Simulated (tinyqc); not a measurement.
Mass and degeneracy from charge and saturation current.

Inverse problem. At high drain voltage only states moving towards the drain are filled: n = (N0/2) F_0(eta), N0 = gv m kB T/(pi hbar^2), F_0(x) = ln(1 + exp x), and I = q (N0/2) vT F_(1/2)(eta) per width, vT = sqrt(2 kB T/(pi m)), F_(1/2)(x) = (2/sqrt(pi)) int_0^infinity u^(1/2)/(1 + exp(u - x)) du. Find eta and m.

Inputs (values chosen for the exercise):
- T = 300 K (temperature)
- gv = 1 (valley degeneracy)

Constants: q = 1.602176634e-19 C, kB = 1.380649e-23 J/K, hbar = 1.054571817e-34 J s, m0 = 9.1093837015e-31 kg. Results are converted to the units shown.

n = 1.2775430e12 cm^-2
I = 1392.4831 uA/um

Answer. The mass drops out of I^2/(q^2 n) = gv (kB T)^2 F_(1/2)^2/(pi^2 hbar^2 F_0), which rises with eta and so fixes it; n then gives m.

eta = 8.020
m = 0.02950 m0

Computed by the program tinyqc: `OMP_NUM_THREADS=1 python tinyqc.py 2400003 2400004 out.jsonl`, one thread of a shared Intel Xeon 2.30GHz, about 0.01 s for the whole run.
